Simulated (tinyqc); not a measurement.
## Diffusion length from constant photovoltage

Question. In a thick sample with a thin depletion layer the excess density at its edge goes as flux/(1/alpha + L), so the flux needed for a fixed surface photovoltage is proportional to 1/alpha + L. Find L.

photon flux for the same photovoltage at absorption coefficients 130 and 1300 1/cm (relative units): [97.923077, 28.692308]

Answer. The line of flux against 1/alpha meets zero at -L.

slope against 1/alpha = 1.00 1/um
L = 21.0 um

Numbers from tinyqc (`OMP_NUM_THREADS=1 python tinyqc.py 2430040 2430041 out.jsonl`; about 0.01 s on one thread of a shared Intel Xeon 2.30GHz).
